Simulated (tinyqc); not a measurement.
# Energy and delay of logic against supply voltage: effects of single changes

One expression serves below and above threshold: I(Vg) = Ik [ln(1 + exp((Vg - VT + dd V)/(al nf Vt)))]^al, with I_on = I(V) and I_off = I(0). Gate delay td = kd C V/I_on, clock period LD td. Per gate and cycle the switching energy is act C V^2 and the leakage energy I_off V LD td. No short-circuit current, no variation. Minima are sought above 0.09 V; below a few Vt gates no longer switch and the model has no meaning.

Parameters, values chosen for the exercise; values of the order met in logic technologies: temperature T = 300 K; threshold voltage at zero drain bias VT = 0.32 V; slope factor nf = 1.06; barrier lowering per volt of supply dd = 0.02; specific current of a gate Ik = 0.37 uA; exponent of the current law al = 1.86; load capacitance of a gate C = 2.4 fF; delay factor kd = 0.7; logic depth LD = 60; activity factor act = 0.1.

Constants: q = 1.602176634e-19 C, kB = 1.380649e-23 J/K, Vt = kB T/q. Results are converted to the units shown.

Each table varies one quantity; the others keep the values above.

## Energy and delay against supply voltage

EDP = energy times td.

Results:
```
V (V)  I_on (uA)  I_off (nA)  td (ps)  switching (aJ)  leakage (aJ)  energy (aJ)  EDP (fJ ps)
0.15    8.063e-4    0.003495  3.125e5           5.400         9.831        15.23         4760
0.38      0.8478    0.004133    753.0           34.66       0.07096        34.73        26.15
0.5        4.327    0.004511    194.1           60.00       0.02627        60.03        11.65
0.62       10.79    0.004924    96.53           92.26       0.01768        92.27        8.907
0.73       19.08    0.005335    64.26           127.9       0.01502        127.9        8.220
0.85       30.57    0.005822    46.72           173.4       0.01387        173.4        8.101
0.97       44.50    0.006354    36.62           225.8       0.01354        225.8        8.270
1.08       59.37    0.006885    30.56           279.9       0.01363        279.9        8.556
1.2        77.82    0.007514    25.91           345.6       0.01402        345.6        8.954
```

Estimate the missing row, V = 0.27 V.

Computed row:
```
V (V)  I_on (uA)  I_off (nA)  td (ps)  switching (aJ)  leakage (aJ)  energy (aJ)  EDP (fJ ps)
0.27     0.05207    0.003815     8712           17.50        0.5384        18.03        157.1
```

With this row back in the table: td falls from 3.13e5 to 25.9 ps; the energy rises from 15.2 to 346 aJ and the EDP goes from 4760 through a minimum of 8.10 (at V = 0.85 V among the rows listed) to 8.95 fJ ps. The exact minima lie at V = 0.191 V for the energy and 0.826 V for the EDP. Going from 1.2 V to the energy minimum saves a factor of 27.7 in energy and costs a factor of 3500 in delay. Below the minimum the leakage energy rises faster than the switching energy falls, because the clock period grows so steeply.

## Optimum supplies against the threshold voltage at zero drain bias

Same model as above.

V_min minimises the energy and V_EDP the product of energy and td.

Optimum supplies against the threshold voltage at zero drain bias:
```
VT (V)  V_min (V)  energy at V_min (aJ)  leakage share (%)  clock at V_min (MHz)  V_EDP (V)  clock at V_EDP (GHz)
0.15       0.2027                 20.12              51.01                 33.73     0.4352                0.2197
0.2        0.1958                 15.09              39.05                 9.408     0.5237                0.2316
0.25       0.1925                 13.28              33.05                 2.023     0.6459                0.2732
0.3        0.1912                 12.61              30.46                0.3715     0.7741                0.3187
0.35       0.1906                 12.36              29.43               0.06319     0.9030                0.3638
0.4        0.1904                 12.27              29.04               0.01040      1.032                0.4081
0.45       0.1904                 12.23              28.89              0.001691      1.161                0.4516
0.5        0.1903                 12.22              28.83              2.736e-4      1.290                0.4944
0.55       0.1903                 12.21              28.81              4.417e-5      1.419                0.5366
```

What does the comparison show?

As VT goes from 0.15 to 0.55, V_min falls from 0.203 to 0.190 V, the energy there falls from 20.1 to 12.2 aJ, the clock there falls from 33.7 to 4.42e-5 MHz and V_EDP rises from 0.435 to 1.42 V. V_min lies below VT for VT = 0.2, 0.25, 0.3, 0.35, 0.4, 0.45, 0.5, 0.55 V. As VT grows, I_on too becomes a subthreshold current, VT cancels more and more from the energy, and it mainly sets the clock.

Program tinyqc, `OMP_NUM_THREADS=1 python tinyqc.py 2082168 2082169 out.jsonl`; Intel Xeon 2.30GHz, shared host, one thread, about 0.01 s.
